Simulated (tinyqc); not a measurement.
Plane-wave Kohn-Sham cycle with exchange-only LDA in a layered model solid, step by step. One step of it, computed by the program tinyqc.

Problem. Iteration 2: potential. V_H(G) = 4 pi rho(G)/G^2 for G != 0 (uniform background); v_x = -(3 rho/pi)^(1/3); V = V_ext + V_H + v_x; Fourier components f(G_m) = (1/N) sum_j f(x_j) exp(-i G_m x_j).

A solid whose potential varies along x alone (atomic units):
```
parameter                      value
period a                    4.300000
cross-section of the cell  18.000000
electrons per cell                 2
grid points                       16
plane waves -n..n, n               2
k points                           3
V1 in V1 cos(2 pi x/a)     -0.310000
V2 in V2 cos(4 pi x/a)     -0.080000
```

density after iteration 1 (e/bohr^3): 0.03180097  0.03110255  0.02928997  0.02702025  0.02493046  0.02336788  0.02238190  0.02186849  0.02171274  0.02186849  0.02238190  0.02336788  0.02493046  0.02702025  0.02928997  0.03110255

Give: Potentials on the grid; V(G_m), m = 0, 1, 2, ....

Solution.

Potentials on the grid (hartree):
```
x         V_ext      V_H      v_x        V
0.0000  -0.3900   0.0306  -0.3120  -0.6714
0.2687  -0.3430   0.0280  -0.3097  -0.6247
0.5375  -0.2192   0.0206  -0.3035  -0.5021
0.8063  -0.0621   0.0102  -0.2955  -0.3474
1.0750   0.0800  -0.0013  -0.2877  -0.2090
1.3438   0.1752  -0.0121  -0.2815  -0.1184
1.6125   0.2192  -0.0206  -0.2775  -0.0789
1.8813   0.2298  -0.0261  -0.2754  -0.0716
2.1500   0.2300  -0.0279  -0.2747  -0.0726
2.4188   0.2298  -0.0261  -0.2754  -0.0716
2.6875   0.2192  -0.0206  -0.2775  -0.0789
2.9562   0.1752  -0.0121  -0.2815  -0.1184
3.2250   0.0800  -0.0013  -0.2877  -0.2090
3.4937  -0.0621   0.0102  -0.2955  -0.3474
3.7625  -0.2192   0.0206  -0.3035  -0.5021
4.0312  -0.3430   0.0280  -0.3097  -0.6247
```

V(G_m), m = 0, 1, 2, ... (hartree): -0.2905  -0.1497  -0.0407  0.0000  0.0000
